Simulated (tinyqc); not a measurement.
Gaps across the alloy: alloy A(1-x)B(x) by interpolation with bowing.

Each gap follows E(x) = (1 - x) E_A + x E_B - C x (1 - x); the lattice constant follows Vegard, a(x) = (1 - x) a_A + x a_B.

Constants: hc = 1239.841984 eV nm.

Inputs chosen for the exercise (A near Si, B near Ge; the results hold for these values, not for the real material):

| symbol | value | unit | meaning |
|---|---|---|---|
| a | (5.43, 5.662) | angstrom | lattice constant of A, B |
| Eg | (4.175, 0.901) | eV | gap at Gamma to the s-like level of A, B |
| EgX | (1.178, 0.917) | eV | gap to the lowest valley along Gamma-X of A, B |
| EgL | (2.069, 0.739) | eV | gap to L of A, B |
| C | (0.21, 0.188, 0) | eV | bowing of the Gamma, X and L gaps |

Eleven compositions.

Gaps (eV):

| x | a (angstrom) | Gamma | X | L | lowest | wavelength (nm) |
|---|---|---|---|---|---|---|
| 0.0 | 5.4300 | 4.175 | 1.178 | 2.069 | X | 1052 |
| 0.1 | 5.4532 | 3.829 | 1.135 | 1.936 | X | 1092 |
| 0.2 | 5.4764 | 3.487 | 1.096 | 1.803 | X | 1132 |
| 0.3 | 5.4996 | 3.149 | 1.060 | 1.670 | X | 1169 |
| 0.4 | 5.5228 | 2.815 | 1.028 | 1.537 | X | 1206 |
| 0.5 | 5.5460 | 2.486 | 1.000 | 1.404 | X | 1239 |
| 0.6 | 5.5692 | 2.160 | 0.976 | 1.271 | X | 1270 |
| 0.7 | 5.5924 | 1.839 | 0.956 | 1.138 | X | 1297 |
| 0.8 | 5.6156 | 1.522 | 0.939 | 1.005 | X | 1320 |
| 0.9 | 5.6388 | 1.210 | 0.926 | 0.872 | L | 1422 |
| 1.0 | 5.6620 | 0.901 | 0.917 | 0.739 | L | 1678 |

What can be read from this table?

The lowest valley changes at x = 0.855 (X to L, gap 0.932 eV). The Gamma gap is monotonic, since its bowing (0.21 eV) is smaller than the difference of the end gaps (3.274 eV); at x = 0.5 bowing lowers it by C/4 = 0.052 eV.

Run: tinyqc, `OMP_NUM_THREADS=1 python tinyqc.py 1050366 1050367 out.jsonl`; Intel(R) Xeon(R) Processor @ 2.30GHz, one thread, shared host; about 0.01 s of CPU time with all checks.
